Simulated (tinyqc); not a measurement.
Inside a calculation. Method: UHF in the sto-3g basis, for H4+, spin multiplicity 2. Computed by tinyqc, a small Python program that keeps every step (integrals from PySCF). Settings: charge = 1, multiplicity = 2, basis = sto-3g, energy threshold = 1e-08, iteration cap = 70, orthogonalisation = canonical, start = Wolfsberg-Helmholz matrix, DIIS depth = 3, method = UHF. Command: `OMP_NUM_THREADS=1 python tinyqc.py 26970 26971 out.jsonl` (the two numbers bound the seeds that draw the settings). One thread of a shared host (Intel(R) Xeon(R) Processor @ 2.60GHz), about 0.07 s of CPU time with the checks. Later iterations appear only in the table of the cycle.

## One-electron integrals

Geometry (angstrom):
```
atom       x       y       z
H     0.0000  0.0000  0.0000
H     0.0000  0.0000  0.9980
H     0.0000  0.0000  2.7470
H     0.0000  0.0000  3.7450
```

Basis sto-3g: exponents (1/bohr^2) and contraction coefficients of normalised primitives:
```
element  l (shell)  exponent  coefficient
H            s (1)    3.4253       0.1543
H            s (1)    0.6239       0.5353
H            s (1)    0.1689       0.4446
```

Overlap, kinetic and nuclear-attraction integrals over the contracted functions; the nuclear repulsion is the sum of Za Zb / Rab.

nuclear repulsion = 1.889614 hartree

overlap S, order 1H 1s, 2H 1s, 3H 1s, 4H 1s:
```
[[1.0000, 0.4977, 0.0307, 0.0033],
 [0.4977, 1.0000, 0.1775, 0.0307],
 [0.0307, 0.1775, 1.0000, 0.4977],
 [0.0033, 0.0307, 0.4977, 1.0000]]
```

kinetic energy T (hartree), order 1H 1s, 2H 1s, 3H 1s, 4H 1s:
```
[[0.7600, 0.1121, -0.0088, -0.0020],
 [0.1121, 0.7600, -0.0045, -0.0088],
 [-0.0088, -0.0045, 0.7600, 0.1121],
 [-0.0020, -0.0088, 0.1121, 0.7600]]
```

nuclear attraction V (hartree), order 1H 1s, 2H 1s, 3H 1s, 4H 1s:
```
[[-2.0744, -0.9966, -0.0526, -0.0055],
 [-0.9966, -2.2352, -0.3158, -0.0526],
 [-0.0526, -0.3158, -2.2352, -0.9966],
 [-0.0055, -0.0526, -0.9966, -2.0744]]
```

core Hamiltonian H = T + V (hartree), order 1H 1s, 2H 1s, 3H 1s, 4H 1s:
```
[[-1.3143, -0.8846, -0.0615, -0.0074],
 [-0.8846, -1.4752, -0.3203, -0.0615],
 [-0.0615, -0.3203, -1.4752, -0.8846],
 [-0.0074, -0.0615, -0.8846, -1.3143]]
```

## Two-electron integrals

Functions are numbered as in S; the eight-fold symmetry (ij|kl) = (ji|kl) = (kl|ij) leaves the list below.

Two-electron integrals (ij|kl) in chemists' order, unique and non-zero (hartree):
```
(11|11) 0.7746     (21|11) 0.3102     (21|21) 0.1587     (22|11) 0.4787
(22|21) 0.3102     (22|22) 0.7746     (31|11) 0.0118     (31|21) 0.0070
(31|22) 0.0165     (31|31) 4.44e-04   (32|11) 0.0515     (32|21) 0.0336
(32|22) 0.0889     (32|31) 0.0026     (32|32) 0.0170     (33|11) 0.1926
(33|21) 0.1180     (33|22) 0.3000     (33|31) 0.0118     (33|32) 0.0889
(33|33) 0.7746     (41|11) 0.0010     (41|21) 0.0006     (41|22) 0.0015
(41|31) 4.55e-05   (41|32) 2.90e-04   (41|33) 0.0015     (41|41) 5.05e-06
(42|11) 0.0071     (42|21) 0.0045     (42|22) 0.0118     (42|31) 3.83e-04
(42|32) 0.0026     (42|33) 0.0165     (42|41) 4.55e-05   (42|42) 4.44e-04
(43|11) 0.0815     (43|21) 0.0483     (43|22) 0.1180     (43|31) 0.0045
(43|32) 0.0336     (43|33) 0.3102     (43|41) 0.0006     (43|42) 0.0070
(43|43) 0.1587     (44|11) 0.1413     (44|21) 0.0815     (44|22) 0.1926
(44|31) 0.0071     (44|32) 0.0515     (44|33) 0.4787     (44|41) 0.0010
(44|42) 0.0118     (44|43) 0.3102     (44|44) 0.7746
```

## Orthogonalisation

S = U s U^T; canonical form X = U s^(-1/2), so that X^T S X = 1. Each column of U has its largest component positive (the first on a tie).

eigenvalues of S: [0.4345, 0.5549, 1.3846, 1.6259]

X, order 1H 1s, 2H 1s, 3H 1s, 4H 1s:
```
[[-0.6854, 0.7237, 0.4622, 0.3588],
 [0.8251, -0.6142, 0.3840, 0.4228],
 [-0.8251, -0.6142, -0.3840, 0.4228],
 [0.6854, 0.7237, -0.4622, 0.3588]]
```

## Starting guess

The start is the generalised Wolfsberg-Helmholz matrix (K = 1.75) built on H; D(s) = C_occ C_occ^T for each spin.

D(alpha) at the start, order 1H 1s, 2H 1s, 3H 1s, 4H 1s:
```
[[0.2730, 0.3234, -0.0398, -0.0896],
 [0.3234, 0.4012, 0.0372, -0.0398],
 [-0.0398, 0.0372, 0.4012, 0.3234],
 [-0.0896, -0.0398, 0.3234, 0.2730]]
```

D(beta) at the start, order 1H 1s, 2H 1s, 3H 1s, 4H 1s:
```
[[0.0917, 0.1418, 0.1418, 0.0917],
 [0.1418, 0.2192, 0.2192, 0.1418],
 [0.1418, 0.2192, 0.2192, 0.1418],
 [0.0917, 0.1418, 0.1418, 0.0917]]
```

## Iteration 1: building the Fock matrix

J_ij = sum D_kl (ij|kl) with D = D(alpha) + D(beta), K_ij = sum D_kl (ik|jl) for each spin; F = H + J - K(s); E = tr D H + tr D J / 2 - 0.5 sum_s tr D(s) K(s) + E_nn.

Coulomb J (hartree), order 1H 1s, 2H 1s, 3H 1s, 4H 1s:
```
[[1.1453, 0.6208, 0.0367, 0.0039],
 [0.6208, 1.3614, 0.2202, 0.0367],
 [0.0367, 0.2202, 1.3614, 0.6208],
 [0.0039, 0.0367, 0.6208, 1.1453]]
```

exchange K(alpha) (hartree), order 1H 1s, 2H 1s, 3H 1s, 4H 1s:
```
[[0.4754, 0.4152, 0.0301, -0.0082],
 [0.4152, 0.5656, 0.1054, 0.0301],
 [0.0301, 0.1054, 0.5656, 0.4152],
 [-0.0082, 0.0301, 0.4152, 0.4754]]
```

exchange K(beta) (hartree), order 1H 1s, 2H 1s, 3H 1s, 4H 1s:
```
[[0.2007, 0.2084, 0.0885, 0.0511],
 [0.2084, 0.3295, 0.1626, 0.0885],
 [0.0885, 0.1626, 0.3295, 0.2084],
 [0.0511, 0.0885, 0.2084, 0.2007]]
```

F(alpha) (hartree), order 1H 1s, 2H 1s, 3H 1s, 4H 1s:
```
[[-0.6444, -0.6789, -0.0548, 0.0046],
 [-0.6789, -0.6794, -0.2055, -0.0548],
 [-0.0548, -0.2055, -0.6794, -0.6789],
 [0.0046, -0.0548, -0.6789, -0.6444]]
```

F(beta) (hartree), order 1H 1s, 2H 1s, 3H 1s, 4H 1s:
```
[[-0.3697, -0.4721, -0.1132, -0.0547],
 [-0.4721, -0.4433, -0.2627, -0.1132],
 [-0.1132, -0.2627, -0.4433, -0.4721],
 [-0.0547, -0.1132, -0.4721, -0.3697]]
```

total energy of this density = -1.673777 hartree

## Iteration 1: diagonalisation and new density

Diagonalise F' = X^T F X, C = X C', fill 2 alpha and 1 beta electrons from the bottom; D(s) = C_occ C_occ^T. Each column has its largest component positive (the first on a tie).

F' = X^T F X (alpha) (hartree):
```
[[0.1568, 0.0000, -0.0366, 0.0000],
 [0.0000, -0.0331, 0.0000, 0.0017],
 [-0.0366, 0.0000, -0.8602, 0.0000],
 [0.0000, 0.0017, 0.0000, -0.9264]]
```

orbital energies (alpha) (hartree): [-0.9264, -0.8615, -0.0331, 0.1581]

coefficients C (alpha), order 1H 1s, 2H 1s, 3H 1s, 4H 1s:
```
[[0.3575, 0.4374, 0.7244, -0.7016],
 [0.4240, 0.4133, -0.6134, 0.8108],
 [0.4240, -0.4133, -0.6134, -0.8108],
 [0.3575, -0.4374, 0.7244, 0.7016]]
```

F' = X^T F X (beta) (hartree):
```
[[0.2701, 0.0000, 0.0004, 0.0000],
 [0.0000, 0.0635, 0.0000, 0.0461],
 [0.0004, 0.0000, -0.4427, 0.0000],
 [0.0000, 0.0461, 0.0000, -0.7169]]
```

orbital energies (beta) (hartree): [-0.7196, -0.4427, 0.0662, 0.2701]

coefficients C (beta), order 1H 1s, 2H 1s, 3H 1s, 4H 1s:
```
[[0.3157, 0.4626, 0.7435, -0.6852],
 [0.4582, 0.3835, -0.5883, 0.8253],
 [0.4582, -0.3835, -0.5883, -0.8253],
 [0.3157, -0.4626, 0.7435, 0.6852]]
```

D(alpha) after iteration 1, order 1H 1s, 2H 1s, 3H 1s, 4H 1s:
```
[[0.3191, 0.3323, -0.0292, -0.0635],
 [0.3323, 0.3506, 0.0089, -0.0292],
 [-0.0292, 0.0089, 0.3506, 0.3323],
 [-0.0635, -0.0292, 0.3323, 0.3191]]
```

D(beta) after iteration 1, order 1H 1s, 2H 1s, 3H 1s, 4H 1s:
```
[[0.0997, 0.1446, 0.1446, 0.0997],
 [0.1446, 0.2099, 0.2099, 0.1446],
 [0.1446, 0.2099, 0.2099, 0.1446],
 [0.0997, 0.1446, 0.1446, 0.0997]]
```

## Iteration 2: building the Fock matrix

As before.

Coulomb J (hartree), order 1H 1s, 2H 1s, 3H 1s, 4H 1s:
```
[[1.1605, 0.6190, 0.0361, 0.0038],
 [0.6190, 1.3375, 0.2156, 0.0361],
 [0.0361, 0.2156, 1.3375, 0.6190],
 [0.0038, 0.0361, 0.6190, 1.1605]]
```

exchange K(alpha) (hartree), order 1H 1s, 2H 1s, 3H 1s, 4H 1s:
```
[[0.5084, 0.4188, 0.0302, -0.0044],
 [0.4188, 0.5346, 0.0928, 0.0302],
 [0.0302, 0.0928, 0.5346, 0.4188],
 [-0.0044, 0.0302, 0.4188, 0.5084]]
```

exchange K(beta) (hartree), order 1H 1s, 2H 1s, 3H 1s, 4H 1s:
```
[[0.2071, 0.2095, 0.0885, 0.0522],
 [0.2095, 0.3239, 0.1595, 0.0885],
 [0.0885, 0.1595, 0.3239, 0.2095],
 [0.0522, 0.0885, 0.2095, 0.2071]]
```

F(alpha) (hartree), order 1H 1s, 2H 1s, 3H 1s, 4H 1s:
```
[[-0.6623, -0.6844, -0.0555, 0.0008],
 [-0.6844, -0.6723, -0.1975, -0.0555],
 [-0.0555, -0.1975, -0.6723, -0.6844],
 [0.0008, -0.0555, -0.6844, -0.6623]]
```

F(beta) (hartree), order 1H 1s, 2H 1s, 3H 1s, 4H 1s:
```
[[-0.3610, -0.4751, -0.1138, -0.0558],
 [-0.4751, -0.4616, -0.2642, -0.1138],
 [-0.1138, -0.2642, -0.4616, -0.4751],
 [-0.0558, -0.1138, -0.4751, -0.3610]]
```

total energy of this density = -1.680581 hartree

## Iteration 2: DIIS over 2 matrices

error matrix X^T (FDS - SDF) X (alpha):
```
[[0.0000, 0.0000, 0.0074, 0.0000],
 [0.0000, 0.0000, 0.0000, -0.0202],
 [-0.0074, 0.0000, 0.0000, 0.0000],
 [0.0000, 0.0202, 0.0000, 0.0000]]
```

B (overlaps of the stored error matrices):
```
[[9.6259918e-03, 2.5613136e-03],
 [2.5613136e-03, 1.2694340e-03]]
```

Minimise |sum c_i e_i|^2 with sum c_i = 1: solve [B -1; -1 0][c; lambda] = [0; -1] with B_ij = tr e_i^T e_j summed over both spins, and take F = sum c_i F_i.

DIIS coefficients: [-0.2238, 1.2238]

extrapolated F(alpha) (hartree), order 1H 1s, 2H 1s, 3H 1s, 4H 1s:
```
[[-0.6663, -0.6856, -0.0557, -0.0001],
 [-0.6856, -0.6707, -0.1957, -0.0557],
 [-0.0557, -0.1957, -0.6707, -0.6856],
 [-0.0001, -0.0557, -0.6856, -0.6663]]
```

extrapolated F(beta) (hartree), order 1H 1s, 2H 1s, 3H 1s, 4H 1s:
```
[[-0.3590, -0.4757, -0.1140, -0.0561],
 [-0.4757, -0.4657, -0.2646, -0.1140],
 [-0.1140, -0.2646, -0.4657, -0.4757],
 [-0.0561, -0.1140, -0.4757, -0.3590]]
```

## Iteration 2: diagonalisation and new density

As before.

F' = X^T F X (alpha) (hartree):
```
[[0.1522, 0.0000, -0.0277, 0.0000],
 [0.0000, -0.0339, 0.0000, -0.0230],
 [-0.0277, 0.0000, -0.8720, 0.0000],
 [0.0000, -0.0230, 0.0000, -0.9312]]
```

orbital energies (alpha) (hartree): [-0.9318, -0.8728, -0.0333, 0.1530]

coefficients C (alpha), order 1H 1s, 2H 1s, 3H 1s, 4H 1s:
```
[[0.3773, 0.4436, 0.7143, -0.6977],
 [0.4069, 0.4061, -0.6248, 0.8144],
 [0.4069, -0.4061, -0.6248, -0.8144],
 [0.3773, -0.4436, 0.7143, 0.6977]]
```

F' = X^T F X (beta) (hartree):
```
[[0.2599, 0.0000, -0.0210, 0.0000],
 [0.0000, 0.0628, 0.0000, 0.0627],
 [-0.0210, 0.0000, -0.4456, 0.0000],
 [0.0000, 0.0627, 0.0000, -0.7258]]
```

orbital energies (beta) (hartree): [-0.7308, -0.4462, 0.0677, 0.2606]

coefficients C (beta), order 1H 1s, 2H 1s, 3H 1s, 4H 1s:
```
[[0.3007, 0.4417, 0.7497, -0.6989],
 [0.4699, 0.4083, -0.5790, 0.8133],
 [0.4699, -0.4083, -0.5790, -0.8133],
 [0.3007, -0.4417, 0.7497, 0.6989]]
```

D(alpha) after iteration 2, order 1H 1s, 2H 1s, 3H 1s, 4H 1s:
```
[[0.3391, 0.3337, -0.0266, -0.0544],
 [0.3337, 0.3305, 0.0006, -0.0266],
 [-0.0266, 0.0006, 0.3305, 0.3337],
 [-0.0544, -0.0266, 0.3337, 0.3391]]
```

D(beta) after iteration 2, order 1H 1s, 2H 1s, 3H 1s, 4H 1s:
```
[[0.0904, 0.1413, 0.1413, 0.0904],
 [0.1413, 0.2208, 0.2208, 0.1413],
 [0.1413, 0.2208, 0.2208, 0.1413],
 [0.0904, 0.1413, 0.1413, 0.0904]]
```

## Iteration 7 (converged): orbitals

converged F(alpha) (hartree), order 1H 1s, 2H 1s, 3H 1s, 4H 1s:
```
[[-0.6918, -0.6856, -0.0554, -0.0011],
 [-0.6856, -0.6458, -0.1896, -0.0554],
 [-0.0554, -0.1896, -0.6458, -0.6856],
 [-0.0011, -0.0554, -0.6856, -0.6918]]
```

converged F(beta) (hartree), order 1H 1s, 2H 1s, 3H 1s, 4H 1s:
```
[[-0.3323, -0.4712, -0.1134, -0.0516],
 [-0.4712, -0.4906, -0.2771, -0.1134],
 [-0.1134, -0.2771, -0.4906, -0.4712],
 [-0.0516, -0.1134, -0.4712, -0.3323]]
```

As before.

F' = X^T F X (alpha) (hartree):
```
[[0.1555, 0.0000, -0.0004, 0.0000],
 [0.0000, -0.0386, 0.0000, -0.0528],
 [-0.0004, 0.0000, -0.8772, 0.0000],
 [0.0000, -0.0528, 0.0000, -0.9268]]
```

orbital energies (alpha) (hartree): [-0.9299, -0.8772, -0.0355, 0.1555]

coefficients C (alpha), order 1H 1s, 2H 1s, 3H 1s, 4H 1s:
```
[[0.4010, 0.4620, 0.7012, -0.6856],
 [0.3857, 0.3843, -0.6381, 0.8250],
 [0.3857, -0.3843, -0.6381, -0.8250],
 [0.4010, -0.4620, 0.7012, 0.6856]]
```

F' = X^T F X (beta) (hartree):
```
[[0.2549, 0.0000, -0.0420, 0.0000],
 [0.0000, 0.0581, 0.0000, 0.0993],
 [-0.0420, 0.0000, -0.4369, 0.0000],
 [0.0000, 0.0993, 0.0000, -0.7281]]
```

orbital energies (beta) (hartree): [-0.7404, -0.4394, 0.0704, 0.2574]

coefficients C (beta), order 1H 1s, 2H 1s, 3H 1s, 4H 1s:
```
[[0.2668, 0.4200, 0.7625, -0.7121],
 [0.4953, 0.4331, -0.5573, 0.8004],
 [0.4953, -0.4331, -0.5573, -0.8004],
 [0.2668, -0.4200, 0.7625, 0.7121]]
```

D(alpha) after iteration 7, order 1H 1s, 2H 1s, 3H 1s, 4H 1s:
```
[[0.3742, 0.3322, -0.0229, -0.0527],
 [0.3322, 0.2965, 0.0011, -0.0229],
 [-0.0229, 0.0011, 0.2965, 0.3322],
 [-0.0527, -0.0229, 0.3322, 0.3742]]
```

D(beta) after iteration 7, order 1H 1s, 2H 1s, 3H 1s, 4H 1s:
```
[[0.0712, 0.1322, 0.1322, 0.0712],
 [0.1322, 0.2454, 0.2454, 0.1322],
 [0.1322, 0.2454, 0.2454, 0.1322],
 [0.0712, 0.1322, 0.1322, 0.0712]]
```

## Convergence

Stop when the energy changes by less than 1e-08 hartree and every element of the error matrix X^T (F D S - S D F) X (for each spin) is below 3e-05.

Course of the cycle:
```
iteration  E (hartree)     change  largest element of the error matrix
1            -1.673777          -                             6.59e-02
2            -1.680581  -6.80e-03                             2.02e-02
3            -1.681983  -1.40e-03                             1.06e-02
4            -1.682902  -9.19e-04                             3.09e-03
5            -1.682956  -5.35e-05                             1.39e-04
6            -1.682956  -3.72e-08                             6.98e-06
7            -1.682956  -1.46e-10                             1.01e-06
```

PySCF UHF in the same basis, after a stability check = -1.682956 hartree

Converged in 7 iterations.

## Populations, bond orders and dipole

Mulliken: Z minus the diagonal of D S on the atom; Loewdin: the same with S^(1/2) D S^(1/2); Mayer order: 2 sum_s sum (D(s) S)_ij (D(s) S)_ji over the two atoms.

Charges (e):
```
atom  Mulliken  Loewdin  Mulliken spin
1H      0.3201   0.3154         0.3974
2H      0.1799   0.1846         0.1026
3H      0.1799   0.1846         0.1026
4H      0.3201   0.3154         0.3974
```

Mayer bond orders:
```
pair   order
2-1   0.5933
3-1   0.1008
3-2   0.2629
4-1   0.0454
4-2   0.1008
4-3   0.5933
```

dipole moment about the origin, x y z (debye): [0.0000, 0.0000, 8.9940]

<S^2> of the determinant (pure state: 0.75) = 0.7831
